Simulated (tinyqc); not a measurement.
Thinning the body: Gamma, L and X subbands of a thin body with non-parabolic valleys.

Hard walls, flat band, c = hbar^2/2m0, energies from the bulk Gamma edge. For a valley at angle theta to the normal 1/m_z = cos^2/ml + sin^2/mt and m_d = sqrt(ml mt^2/m_z). Subband n starts at E_v + e with e (1 + a e) = c (n pi/t)^2/m_z, and its density-of-states mass is taken as m_d (1 + 2 a e), without further growth at higher in-plane energy. Groups are named by valley and degeneracy.

n_i = g m/(2 pi c) kB T ln(1 + exp((EF - E_i)/kB T)), sum n_i = Ns (1e12/cm^2 = 1e-4/angstrom^2), c = hbar^2/2m0. Quantum capacitance Cq = 1602.176634 sum g m/(2 pi c) f_i in microfarad/cm^2 with f_i = 1/(1 + exp((E_i - EF)/kB T)); Cox = 34.5313/eot (one gate); C/Cox = Cq/(Cq + Cox), the centroid term left out.

Constants: hbar^2/2m0 = 3.80998211 eV angstrom^2; kB = 8.617333262e-05 eV/K.

Parameters, chosen for this exercise (near those of a thin InAs channel; the results hold for these values, not for the real material):
```
symbol  value                          unit         meaning
face    100                                         surface
mG      0.0263                         m0           Gamma mass
aG      2.24                           1/eV         Gamma non-parabolicity
EL      0.721                          eV           L edge above Gamma
mL      (0.619, 0.052)                 m0           L valleys (four, along <111>): ml, mt
EX      1.014                          eV           X edge above Gamma
mX      (1.127, 0.161)                 m0           X valleys (three, along <100>): ml, mt
aS      0.62                           1/eV         non-parabolicity of L and X
Ns      4                              x 1e12/cm^2  sheet density
T       300                            K            temperature
eot     14                             angstrom     equivalent oxide thickness
ts      (20, 26, 34, 45, 60, 85, 130)  angstrom     thicknesses
```

Lowest edge of each valley type, the lowest group, the Gamma share and C/Cox, with n = 1 to 8 of all groups.

Results:
```
t (angstrom)  Gamma (eV)  L (eV)  X (eV)  lowest  Gamma share (%)  C/Cox
20                 1.060   1.550   1.093      G1             65.3  0.852
26                 0.774   1.274   1.062      G1            100.0  0.753
45                 0.381   0.939   1.030      G1            100.0  0.658
60                 0.253   0.850   1.023      G1            100.0  0.604
85                 0.148   0.788   1.019      G1            100.0  0.590
130                0.073   0.750   1.016      G1            100.0  0.686
```

Give the missing row, t (angstrom) = 34.

Computed row:
```
t (angstrom)  Gamma (eV)  L (eV)  X (eV)  lowest  Gamma share (%)  C/Cox
34                 0.553   1.077   1.042      G1            100.0  0.709
```

From 130 down to 20 angstrom Gamma rises by 0.99 eV, L by 0.80 and X by 0.08 eV, the light Gamma mass moving most. G1 stays lowest throughout. The Gamma share goes from 100 % to 65 %. C/Cox is 0.69 and 0.85 at the ends and lies between 0.59 and 0.85. Hard walls overstate the rise in the thinnest rows.

Run: tinyqc, `OMP_NUM_THREADS=1 python tinyqc.py 1280949 1280950 out.jsonl`; Intel(R) Xeon(R) Processor @ 2.30GHz, one thread, shared host; about 0.02 s of CPU time with all checks.
